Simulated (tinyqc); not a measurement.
Worked calculation: CCSD on RHF in the sto-3g basis, for H4, spin multiplicity 1. One step of it, computed by the program tinyqc.

Question. Iteration 8 (converged): orbitals. Diagonalise F' = X^T F X, C = X C', fill 2 alpha and 2 beta electrons from the bottom; D = 2 C_occ C_occ^T. Each column has its largest component positive (the first on a tie).

converged F (hartree), lower triangle:
```
           1H 1s      2H 1s      3H 1s      4H 1s
1H 1s  -0.243628
2H 1s  -0.471934  -0.278682
3H 1s  -0.081357  -0.232992  -0.278682
4H 1s   0.001816  -0.081357  -0.471934  -0.243628
```

X:
```
               1          2          3         4
1H 1s  -0.655460   0.731326   0.504262  0.328626
2H 1s   0.915235  -0.561670   0.361135  0.427889
3H 1s  -0.915235  -0.561670  -0.361135  0.427889
4H 1s   0.655460   0.731326  -0.504262  0.328626
```

Give: F' = X^T F X; orbital energies; coefficients C; D after iteration 8.

Answer.

F' = X^T F X (hartree), lower triangle:
```
         1        2        3        4
1   0.6498
2   0.0000   0.3276
3  -0.0436   0.0000  -0.4212
4   0.0000  -0.0123   0.0000  -0.5508
```

orbital energies (hartree): MO1 -0.5510, MO2 -0.4230, MO3 0.3278, MO4 0.6516

coefficients C:
```
          MO1      MO2      MO3      MO4
1H 1s  0.3388   0.4773   0.7266  -0.6754
2H 1s  0.4200   0.3980  -0.5676   0.8998
3H 1s  0.4200  -0.3980  -0.5676  -0.8998
4H 1s  0.3388  -0.4773   0.7266   0.6754
```

D after iteration 8, lower triangle:
```
         1H 1s    2H 1s   3H 1s   4H 1s
1H 1s   0.6852
2H 1s   0.6645   0.6695
3H 1s  -0.0953   0.0360  0.6695
4H 1s  -0.2259  -0.0953  0.6645  0.6852
```
